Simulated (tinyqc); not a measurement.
Inside a calculation. Method: tight binding, honeycomb lattice. One step of it, computed by the program tinyqc.

Question. Bloch Hamiltonian at K. H_AB = -t1 (1 + exp(-i k.a1) + exp(-i k.a2)); H_AA = delta - 2 t2 sum cos(k.b + phi), H_BB = -delta - 2 t2 sum cos(k.b - phi), b = a1, a2 - a1, -a2.

Parameters chosen for this model:
```
parameter     value                        unit
t1         2.780000                 eV, nearest
t2         0.210000       eV, second neighbours
phi        1.570000  rad, phase of t2 (Haldane)
delta      1.130000          eV, +/- on A and B
```

k point K (fractions of the reciprocal vectors): 0.333333  0.666667

Give: H(k) at K.

Answer.

H(k) at K (eV):
```
        A        B
A  2.2217   0.0000
B  0.0000  -2.2207
```
